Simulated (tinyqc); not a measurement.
## Small-signal admittance of a forward-biased p+-n diode: admittance against frequency

Holes injected into a neutral base of width wb with an ohmic contact at its end; low injection, p0 far above the equilibrium density. A small voltage v exp(i w t), w = 2 pi f, modulates the edge density by p0 v/Vt, and the small-signal density obeys Dp d2p/dx2 = (1/tau + i w) p.

L = sqrt(Dp tau); direct current J = (q Dp p0/L) coth(wb/L); k = sqrt(1 + i w tau)/L; diffusion admittance Y = (q Dp p0/Vt) k coth(k wb) = G + i w C_diff; junction capacitance C_j = sqrt(q eps0 eps_r Nd/(2 Vr)) in the depletion approximation, with the remaining barrier Vr = Vt ln(Na/p0), a rough value under forward bias; base-width modulation is left out. Measured admittance 1/[Rs + 1/(Y + i w C_j)].

Inputs (values chosen for the exercise); permittivity close to that of gallium arsenide:
- T = 350 K (temperature)
- eps_r = 12.9 (relative permittivity)
- Nd = 5.9e16 cm^-3 (donor density of the base)
- Dp = 6.7 cm^2/s (hole diffusion coefficient)
- tau = 6e-9 s (hole lifetime)
- wb = 5 um (width of the neutral base)
- p0 = 1.4e13 cm^-3 (excess hole density at the junction edge)
- Na = 3e18 cm^-3 (acceptor density of the p+ side)
- Rs = 0.018 ohm cm^2 (series resistance)

Constants: q = 1.602176634e-19 C, kB = 1.380649e-23 J/K, Vt = kB T/q, eps0 = 8.8541878128e-14 F/cm where lengths are in cm. Results are converted to the units shown.

The same in every row: C_j (uF/cm^2) = 0.1208.

Admittance against frequency:

| f (Hz) | w tau | G (S/cm^2) | C_diff (uF/cm^2) | measured G (S/cm^2) | measured C (uF/cm^2) | phase of the measured Y (degrees) |
|---|---|---|---|---|---|---|
| 90000 | 0.003393 | 2.519 | 0.007044 | 2.410 | 0.1170 | 1.572 |
| 4e5 | 0.01508 | 2.519 | 0.007044 | 2.412 | 0.1169 | 6.948 |
| 2e6 | 0.07540 | 2.521 | 0.007041 | 2.452 | 0.1169 | 30.92 |
| 6e6 | 0.2262 | 2.531 | 0.007021 | 2.784 | 0.1161 | 57.54 |
| 3e7 | 1.131 | 2.772 | 0.006551 | 10.30 | 0.09877 | 61.05 |
| 1e8 | 3.770 | 3.892 | 0.004768 | 36.75 | 0.03972 | 34.18 |
| 5e8 | 18.85 | 7.834 | 0.002365 | 54.28 | 0.002474 | 8.147 |
| 2e9 | 75.40 | 15.36 | 0.001206 | 55.46 | 1.599e-4 | 2.075 |
| 8e9 | 301.6 | 30.57 | 6.061e-4 | 55.55 | 1.006e-5 | 0.5217 |

What does the table show?

G starts at J/Vt = 2.52 S/cm^2 and C_diff at (J tau/(2 Vt))(1 - 2 x/sinh 2x) = 0.00704 uF/cm^2, x = wb/L = 2.49. Between the last two rows G goes as f^(0.50) and C_diff as f^(-0.50); the limits are 1/2 and -1/2, reached when the signal penetrates only sqrt(Dp/w). The measured C is 8.5 % below C_diff + C_j in the first row and 100 % below it in the last, the difference being due to Rs.

Numbers from tinyqc (`OMP_NUM_THREADS=1 python tinyqc.py 2890214 2890215 out.jsonl`; about 0.01 s on one thread of a shared Intel Xeon 2.30GHz).
